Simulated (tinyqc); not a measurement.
# Sheet resistance and contact resistivity from two gaps

Inverse problem. A circular structure with r0 >> Lt has R = (Rsh/2 pi) [Lt (1/r0 + 1/r1) + ln(r1/r0)], r1 = r0 + sp, Lt = sqrt(rc/Rsh). Find Rsh, Lt and rc.

Inputs (values chosen for the exercise):
- r0 = 3.3 um (radius of the inner contact)

R at sp = 0.66 and 3 um (ohm): [9.3151338, 19.561784]

Answer. R is linear in Rsh and Rsh Lt, so two gaps give both.

Rsh = 150 ohm/sq
Lt = 0.374 um
rc = 2.10e-7 ohm cm^2

Computed by the program tinyqc: `OMP_NUM_THREADS=1 python tinyqc.py 2760081 2760082 out.jsonl`, one thread of a shared Intel Xeon 2.30GHz, about 0.01 s for the whole run.
